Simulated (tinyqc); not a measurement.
Input admittance of a MOSFET at zero drain bias: distributed channel and distributed gate: one step of the calculation.

Source and drain grounded, strong inversion, w = 2 pi f, Cox = eps0 eox/tox. The channel is an RC line of resistance 1/(mu Cox Vo) per square fed from both ends, so one finger has the intrinsic admittance y = i w Cox L tanh(g)/g per width, g = (1/2) sqrt(i w tau), tau = L^2/(mu Vo). The vertical resistance rv/L is in series with y, the overlaps 2 i w Cov in parallel: y_t = 1/(1/y + rv/L) + 2 i w Cov. The gate strip is a line of Rsh/L per length loaded by y_t, so a finger has Y = y_t Wf tanh(k)/k, k = (Wf/sd) sqrt(y_t Rsh/L); the device has Nf Y.

Question. Input impedance of the device. k and Y as defined; Z = 1/(Nf Y) = R + 1/(i w C); Q = |Im Z|/R; signal at the point farthest from a contact |1/cosh k|.

Inputs (values chosen for the exercise); values of the order met in silicon radio-frequency transistors: channel length L = 0.19 um; finger width Wf = 0.91 um; number of fingers Nf = 32; sheet resistance of the gate Rsh = 19 ohm/square; number of ends at which a finger is contacted sd = 1; frequency f = 23 GHz.

y_t = 27.73554+731.79132i uS/um

Wanted: k; Nf Y; R; C; Q; signal at the far point.

Answer.

k = 0.17740+0.17080i
Nf Y = 1.236+21.267i mS
R = 2.7238 ohm
C = 147.66 fF
Q = 17.205
signal at the far point = 0.99855

tinyqc, about 0.01 s, one thread, Intel Xeon 2.30GHz (shared host): `OMP_NUM_THREADS=1 python tinyqc.py 2262216 2262217 out.jsonl`
